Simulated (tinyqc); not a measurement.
Worked calculation: RKS/B3LYP (VWN-RPA form) in the sto-3g basis, for Li+, spin multiplicity 1. Computed by tinyqc, a small Python program that keeps every step (integrals from PySCF). Settings: charge = 1, multiplicity = 1, basis = sto-3g, energy threshold = 1e-08, iteration cap = 68, orthogonalisation = symmetric, start = atomic densities, DIIS depth = 6, DIIS from iteration = 2, method = RKS, functional = b3lyp, grid = [10, 26]. Command: `OMP_NUM_THREADS=1 python tinyqc.py 31429 31430 out.jsonl` (the two numbers bound the seeds that draw the settings). One thread of a shared host (Intel(R) Xeon(R) Processor @ 2.60GHz), about 0.2 s of CPU time with the checks. Later iterations appear only in the table of the cycle.

## One-electron integrals

Geometry (angstrom):
```
atom         x         y         z
Li    0.000000  0.000000  0.000000
```

Basis sto-3g: exponents (1/bohr^2) and contraction coefficients of normalised primitives:
```
element  l (shell)   exponent  coefficient
Li           s (1)  16.119575     0.154329
Li           s (1)   2.936201     0.535328
Li           s (1)   0.794651     0.444635
Li           s (2)   0.636290    -0.099967
Li           s (2)   0.147860     0.399513
Li           s (2)   0.048089     0.700115
Li           p (3)   0.636290     0.155916
Li           p (3)   0.147860     0.607684
Li           p (3)   0.048089     0.391957
```

Overlap, kinetic and nuclear-attraction integrals over the contracted functions; the nuclear repulsion is the sum of Za Zb / Rab.

nuclear repulsion = 0 hartree

overlap S, order 1Li 1s, 1Li 2s, 1Li 2px, 1Li 2py, 1Li 2pz:
```
[[1.000000, 0.241137, 0.000000, 0.000000, 0.000000],
 [0.241137, 1.000000, 0.000000, 0.000000, 0.000000],
 [0.000000, 0.000000, 1.000000, 0.000000, 0.000000],
 [0.000000, 0.000000, 0.000000, 1.000000, 0.000000],
 [0.000000, 0.000000, 0.000000, 0.000000, 1.000000]]
```

kinetic energy T (hartree), order 1Li 1s, 1Li 2s, 1Li 2px, 1Li 2py, 1Li 2pz:
```
[[3.576786, -0.020237, 0.000000, 0.000000, 0.000000],
 [-0.020237, 0.102163, 0.000000, 0.000000, 0.000000],
 [0.000000, 0.000000, 0.319682, 0.000000, 0.000000],
 [0.000000, 0.000000, 0.000000, 0.319682, 0.000000],
 [0.000000, 0.000000, 0.000000, 0.000000, 0.319682]]
```

nuclear attraction V (hartree), order 1Li 1s, 1Li 2s, 1Li 2px, 1Li 2py, 1Li 2pz:
```
[[-7.982881, -0.964343, 0.000000, 0.000000, 0.000000],
 [-0.964343, -1.206923, 0.000000, 0.000000, 0.000000],
 [0.000000, 0.000000, -1.197261, 0.000000, 0.000000],
 [0.000000, 0.000000, 0.000000, -1.197261, 0.000000],
 [0.000000, 0.000000, 0.000000, 0.000000, -1.197261]]
```

core Hamiltonian H = T + V (hartree), order 1Li 1s, 1Li 2s, 1Li 2px, 1Li 2py, 1Li 2pz:
```
[[-4.406095, -0.984581, 0.000000, 0.000000, 0.000000],
 [-0.984581, -1.104759, 0.000000, 0.000000, 0.000000],
 [0.000000, 0.000000, -0.877579, 0.000000, 0.000000],
 [0.000000, 0.000000, 0.000000, -0.877579, 0.000000],
 [0.000000, 0.000000, 0.000000, 0.000000, -0.877579]]
```

## Two-electron integrals

Functions are numbered as in S; the eight-fold symmetry (ij|kl) = (ji|kl) = (kl|ij) leaves the list below.

Two-electron integrals (ij|kl) in chemists' order, unique and non-zero (hartree):
```
(11|11) 1.680395   (21|11) 0.265420   (21|21) 0.049941   (22|11) 0.397727
(22|21) 0.092860   (22|22) 0.290562   (31|31) 0.008981   (32|31) 0.013788
(32|32) 0.064184   (33|11) 0.396640   (33|21) 0.092880   (33|22) 0.290497
(33|33) 0.312946   (41|41) 0.008981   (42|41) 0.013788   (42|42) 0.064184
(43|43) 0.016869   (44|11) 0.396640   (44|21) 0.092880   (44|22) 0.290497
(44|33) 0.279207   (44|44) 0.312946   (51|51) 0.008981   (52|51) 0.013788
(52|52) 0.064184   (53|53) 0.016869   (54|54) 0.016869   (55|11) 0.396640
(55|21) 0.092880   (55|22) 0.290497   (55|33) 0.279207   (55|44) 0.279207
(55|55) 0.312946
```

## Orthogonalisation

S = U s U^T; symmetric (Loewdin) form X = U s^(-1/2) U^T, so that X^T S X = 1.

eigenvalues of S: [0.758863, 1.000000, 1.000000, 1.000000, 1.241137]

X, order 1Li 1s, 1Li 2s, 1Li 2px, 1Li 2py, 1Li 2pz:
```
[[1.022776, -0.125161, 0.000000, 0.000000, 0.000000],
 [-0.125161, 1.022776, 0.000000, 0.000000, 0.000000],
 [0.000000, 0.000000, 1.000000, 0.000000, 0.000000],
 [0.000000, 0.000000, 0.000000, 1.000000, 0.000000],
 [0.000000, 0.000000, 0.000000, 0.000000, 1.000000]]
```

## Starting guess

The start is atomic minimal-basis densities projected into this basis (PySCF's MINAO start) and scaled to the electron count of each spin; this density is not idempotent, so its energy is not variational and may lie below the converged one.

D at the start, order 1Li 1s, 1Li 2s, 1Li 2px, 1Li 2py, 1Li 2pz:
```
[[1.387712, -0.152730, 0.000000, 0.000000, 0.000000],
 [-0.152730, 0.685945, 0.000000, 0.000000, 0.000000],
 [0.000000, 0.000000, 0.000000, 0.000000, 0.000000],
 [0.000000, 0.000000, 0.000000, 0.000000, 0.000000],
 [0.000000, 0.000000, 0.000000, 0.000000, 0.000000]]
```

## Iteration 1: exchange-correlation on the grid

Becke grid with 10 radial and 26 angular points per atom, points of zero weight dropped. rho = sum D_ij phi_i phi_j; V_xc,ij = sum w v_xc phi_i phi_j plus the gradient terms; v_xc is d(rho eps)/d rho at fixed gradient. Exact exchange is left to K.

The 12 grid points with the largest w rho, of 260 (bohr, atomic units):
```
x                  y          z         w       rho  |grad rho|^2     eps_xc       v_xc
-0.650557   0.000000   0.000000  0.131401  0.260633      1.922575  -0.500276  -0.535146
0.650557    0.000000   0.000000  0.131401  0.260633      1.922575  -0.500276  -0.535146
0.000000   -0.650557   0.000000  0.131401  0.260633      1.922575  -0.500276  -0.535146
0.000000    0.000000  -0.650557  0.131401  0.260633      1.922575  -0.500276  -0.535146
0.000000    0.000000   0.650557  0.131401  0.260633      1.922575  -0.500276  -0.535146
0.000000    0.650557   0.000000  0.131401  0.260633      1.922575  -0.500276  -0.535146
0.460014   -0.460014   0.000000  0.105121  0.260633      1.922575  -0.500276  -0.535146
0.000000   -0.460014   0.460014  0.105121  0.260633      1.922575  -0.500276  -0.535146
-0.460014   0.000000   0.460014  0.105121  0.260633      1.922575  -0.500276  -0.535146
0.460014    0.000000  -0.460014  0.105121  0.260633      1.922575  -0.500276  -0.535146
0.000000   -0.460014  -0.460014  0.105121  0.260633      1.922575  -0.500276  -0.535146
0.000000    0.460014  -0.460014  0.105121  0.260633      1.922575  -0.500276  -0.535146
```

electrons on the grid, sum of w rho = 2.028527

E_xc = sum of w rho eps_xc = -0.94242330 hartree

V_xc (hartree), order 1Li 1s, 1Li 2s, 1Li 2px, 1Li 2py, 1Li 2pz:
```
[[-0.816448, -0.105862, 0.000000, 0.000000, 0.000000],
 [-0.105862, -0.139900, 0.000000, 0.000000, 0.000000],
 [0.000000, 0.000000, -0.138286, 0.000000, 0.000000],
 [0.000000, 0.000000, 0.000000, -0.138286, 0.000000],
 [0.000000, 0.000000, 0.000000, 0.000000, -0.138286]]
```

## Iteration 1: building the Kohn-Sham matrix

J_ij = sum D_kl (ij|kl), K_ij = sum D_kl (ik|jl); F = H + J - 0.1 K + V_xc; E = tr D H + tr D J / 2 - 0.05 tr D K + E_xc + E_nn.

Coulomb J (hartree), order 1Li 1s, 1Li 2s, 1Li 2px, 1Li 2py, 1Li 2pz:
```
[[2.523648, 0.416769, 0.000000, 0.000000, 0.000000],
 [0.416769, 0.722875, 0.000000, 0.000000, 0.000000],
 [0.000000, 0.000000, 0.721315, 0.000000, 0.000000],
 [0.000000, 0.000000, 0.000000, 0.721315, 0.000000],
 [0.000000, 0.000000, 0.000000, 0.000000, 0.721315]]
```

exchange K (hartree), order 1Li 1s, 1Li 2s, 1Li 2px, 1Li 2py, 1Li 2pz:
```
[[2.285087, 0.363652, 0.000000, 0.000000, 0.000000],
 [0.363652, 0.240249, 0.000000, 0.000000, 0.000000],
 [0.000000, 0.000000, 0.052279, 0.000000, 0.000000],
 [0.000000, 0.000000, 0.000000, 0.052279, 0.000000],
 [0.000000, 0.000000, 0.000000, 0.000000, 0.052279]]
```

Kohn-Sham matrix F (hartree), order 1Li 1s, 1Li 2s, 1Li 2px, 1Li 2py, 1Li 2pz:
```
[[-2.927403, -0.710039, 0.000000, 0.000000, 0.000000],
 [-0.710039, -0.545809, 0.000000, 0.000000, 0.000000],
 [0.000000, 0.000000, -0.299778, 0.000000, 0.000000],
 [0.000000, 0.000000, 0.000000, -0.299778, 0.000000],
 [0.000000, 0.000000, 0.000000, 0.000000, -0.299778]]
```

total energy of this density = -5.73978527 hartree

This density is the starting one; it is not idempotent, so its energy is not variational and may lie below the converged one.

## Iteration 1: diagonalisation and new density

Diagonalise F' = X^T F X, C = X C', fill 1 alpha and 1 beta electrons from the bottom; D = 2 C_occ C_occ^T. Each column has its largest component positive (the first on a tie).

F' = X^T F X (hartree):
```
[[-2.889036, -0.309263, 0.000000, 0.000000, 0.000000],
 [-0.309263, -0.435027, 0.000000, 0.000000, 0.000000],
 [0.000000, 0.000000, -0.299778, 0.000000, 0.000000],
 [0.000000, 0.000000, 0.000000, -0.299778, 0.000000],
 [0.000000, 0.000000, 0.000000, 0.000000, -0.299778]]
```

orbital energies (hartree): [-2.927410, -0.396653, -0.299778, -0.299778, -0.299778]

coefficients C, order 1Li 1s, 1Li 2s, 1Li 2px, 1Li 2py, 1Li 2pz:
```
[[0.999580, -0.250152, 0.000000, 0.000000, 0.000000],
 [0.001735, 1.030405, 0.000000, 0.000000, 0.000000],
 [0.000000, 0.000000, 0.044238, 0.983539, -0.175196],
 [0.000000, 0.000000, 0.948145, -0.096585, -0.302808],
 [0.000000, 0.000000, 0.314745, 0.152716, 0.936810]]
```

D after iteration 1, order 1Li 1s, 1Li 2s, 1Li 2px, 1Li 2py, 1Li 2pz:
```
[[1.998321, 0.003468, 0.000000, 0.000000, 0.000000],
 [0.003468, 0.000006, 0.000000, 0.000000, 0.000000],
 [0.000000, 0.000000, 0.000000, 0.000000, 0.000000],
 [0.000000, 0.000000, 0.000000, 0.000000, 0.000000],
 [0.000000, 0.000000, 0.000000, 0.000000, 0.000000]]
```

Within a degenerate level the vectors are fixed only up to a rotation; this is one choice.

## Iteration 2: exchange-correlation on the grid

As before.

The 12 grid points with the largest w rho, of 260 (bohr, atomic units):
```
x                  y          z         w       rho  |grad rho|^2     eps_xc       v_xc
-0.650557   0.000000   0.000000  0.131401  0.384463      4.140789  -0.553101  -0.598074
0.650557    0.000000   0.000000  0.131401  0.384463      4.140789  -0.553101  -0.598074
0.000000    0.000000  -0.650557  0.131401  0.384463      4.140789  -0.553101  -0.598074
0.000000   -0.650557   0.000000  0.131401  0.384463      4.140789  -0.553101  -0.598074
0.000000    0.000000   0.650557  0.131401  0.384463      4.140789  -0.553101  -0.598074
0.000000    0.650557   0.000000  0.131401  0.384463      4.140789  -0.553101  -0.598074
-0.460014  -0.460014   0.000000  0.105121  0.384463      4.140789  -0.553101  -0.598074
0.460014    0.460014   0.000000  0.105121  0.384463      4.140789  -0.553101  -0.598074
-0.460014   0.000000  -0.460014  0.105121  0.384463      4.140789  -0.553101  -0.598074
0.460014    0.000000   0.460014  0.105121  0.384463      4.140789  -0.553101  -0.598074
0.460014    0.000000  -0.460014  0.105121  0.384463      4.140789  -0.553101  -0.598074
-0.460014   0.000000   0.460014  0.105121  0.384463      4.140789  -0.553101  -0.598074
```

electrons on the grid, sum of w rho = 2.040348

E_xc = sum of w rho eps_xc = -1.41859116 hartree

V_xc (hartree), order 1Li 1s, 1Li 2s, 1Li 2px, 1Li 2py, 1Li 2pz:
```
[[-0.906214, -0.116954, 0.000000, 0.000000, 0.000000],
 [-0.116954, -0.081448, 0.000000, 0.000000, 0.000000],
 [0.000000, 0.000000, -0.081104, 0.000000, 0.000000],
 [0.000000, 0.000000, 0.000000, -0.081104, 0.000000],
 [0.000000, 0.000000, 0.000000, 0.000000, -0.081104]]
```

## Iteration 2: building the Kohn-Sham matrix

As before.

Coulomb J (hartree), order 1Li 1s, 1Li 2s, 1Li 2px, 1Li 2py, 1Li 2pz:
```
[[3.359813, 0.530742, 0.000000, 0.000000, 0.000000],
 [0.530742, 0.795432, 0.000000, 0.000000, 0.000000],
 [0.000000, 0.000000, 0.793259, 0.000000, 0.000000],
 [0.000000, 0.000000, 0.000000, 0.793259, 0.000000],
 [0.000000, 0.000000, 0.000000, 0.000000, 0.793259]]
```

exchange K (hartree), order 1Li 1s, 1Li 2s, 1Li 2px, 1Li 2py, 1Li 2pz:
```
[[3.359811, 0.531948, 0.000000, 0.000000, 0.000000],
 [0.531948, 0.100445, 0.000000, 0.000000, 0.000000],
 [0.000000, 0.000000, 0.018044, 0.000000, 0.000000],
 [0.000000, 0.000000, 0.000000, 0.018044, 0.000000],
 [0.000000, 0.000000, 0.000000, 0.000000, 0.018044]]
```

Kohn-Sham matrix F (hartree), order 1Li 1s, 1Li 2s, 1Li 2px, 1Li 2py, 1Li 2pz:
```
[[-2.288478, -0.623988, 0.000000, 0.000000, 0.000000],
 [-0.623988, -0.400820, 0.000000, 0.000000, 0.000000],
 [0.000000, 0.000000, -0.167228, 0.000000, 0.000000],
 [0.000000, 0.000000, 0.000000, -0.167228, 0.000000],
 [0.000000, 0.000000, 0.000000, 0.000000, -0.167228]]
```

total energy of this density = -7.20726834 hartree

## Iteration 2: diagonalisation and new density

As before.

F' = X^T F X (hartree):
```
[[-2.240434, -0.318249, 0.000000, 0.000000, 0.000000],
 [-0.318249, -0.295380, 0.000000, 0.000000, 0.000000],
 [0.000000, 0.000000, -0.167228, 0.000000, 0.000000],
 [0.000000, 0.000000, 0.000000, -0.167228, 0.000000],
 [0.000000, 0.000000, 0.000000, 0.000000, -0.167228]]
```

orbital energies (hartree): [-2.291182, -0.244632, -0.167228, -0.167228, -0.167228]

coefficients C, order 1Li 1s, 1Li 2s, 1Li 2px, 1Li 2py, 1Li 2pz:
```
[[0.990307, -0.284656, 0.000000, 0.000000, 0.000000],
 [0.037457, 1.029725, 0.000000, 0.000000, 0.000000],
 [0.000000, 0.000000, 0.775066, 0.631385, -0.024993],
 [0.000000, 0.000000, -0.575101, 0.721255, 0.386070],
 [0.000000, 0.000000, 0.261785, -0.284856, 0.922131]]
```

D after iteration 2, order 1Li 1s, 1Li 2s, 1Li 2px, 1Li 2py, 1Li 2pz:
```
[[1.961415, 0.074187, 0.000000, 0.000000, 0.000000],
 [0.074187, 0.002806, 0.000000, 0.000000, 0.000000],
 [0.000000, 0.000000, 0.000000, 0.000000, 0.000000],
 [0.000000, 0.000000, 0.000000, 0.000000, 0.000000],
 [0.000000, 0.000000, 0.000000, 0.000000, 0.000000]]
```

Within a degenerate level the vectors are fixed only up to a rotation; this is one choice.

## Iteration 5 (converged): orbitals

converged F (hartree), order 1Li 1s, 1Li 2s, 1Li 2px, 1Li 2py, 1Li 2pz:
```
[[-2.306725, -0.628264, 0.000000, 0.000000, 0.000000],
 [-0.628264, -0.410478, 0.000000, 0.000000, 0.000000],
 [0.000000, 0.000000, -0.176058, 0.000000, 0.000000],
 [0.000000, 0.000000, 0.000000, -0.176058, 0.000000],
 [0.000000, 0.000000, 0.000000, 0.000000, -0.176058]]
```

As before.

F' = X^T F X (hartree):
```
[[-2.258579, -0.319217, 0.000000, 0.000000, 0.000000],
 [-0.319217, -0.304674, 0.000000, 0.000000, 0.000000],
 [0.000000, 0.000000, -0.176058, 0.000000, 0.000000],
 [0.000000, 0.000000, 0.000000, -0.176058, 0.000000],
 [0.000000, 0.000000, 0.000000, 0.000000, -0.176058]]
```

orbital energies (hartree): [-2.309408, -0.253845, -0.176058, -0.176058, -0.176058]

coefficients C, order 1Li 1s, 1Li 2s, 1Li 2px, 1Li 2py, 1Li 2pz:
```
[[0.990370, -0.284436, 0.000000, 0.000000, 0.000000],
 [0.037228, 1.029733, 0.000000, 0.000000, 0.000000],
 [0.000000, 0.000000, -0.089616, 0.004358, 0.995967],
 [0.000000, 0.000000, 0.973603, 0.211149, 0.086680],
 [0.000000, 0.000000, -0.209920, 0.977444, -0.023166]]
```

D after iteration 5, order 1Li 1s, 1Li 2s, 1Li 2px, 1Li 2py, 1Li 2pz:
```
[[1.961665, 0.073740, 0.000000, 0.000000, 0.000000],
 [0.073740, 0.002772, 0.000000, 0.000000, 0.000000],
 [0.000000, 0.000000, 0.000000, 0.000000, 0.000000],
 [0.000000, 0.000000, 0.000000, 0.000000, 0.000000],
 [0.000000, 0.000000, 0.000000, 0.000000, 0.000000]]
```

Within a degenerate level the vectors are fixed only up to a rotation; this is one choice.

## Convergence

Stop when the energy changes by less than 1e-08 hartree and every element of the error matrix X^T (F D S - S D F) X is below 3e-05.

Course of the cycle:
```
iteration  E (hartree)     change  largest element of the error matrix
1          -5.73978527          -                             2.81e-02
2          -7.20726834  -1.47e+00                             1.42e-01
3          -7.21217064  -4.90e-03                             9.22e-04
4          -7.21217085  -2.05e-07                             4.47e-06
5          -7.21217085  -3.61e-12                             2.24e-06
```

PySCF RKS in the same basis, fine grid = -7.17834158 hartree

Converged in 5 iterations. The coarse grid moves the energy by -3.38e-02 hartree.

## Populations

Mulliken: Z minus the diagonal of D S on the atom; Loewdin: the same with S^(1/2) D S^(1/2).

Charges (e):
```
atom  Mulliken   Loewdin
1Li   1.000000  1.000000
```
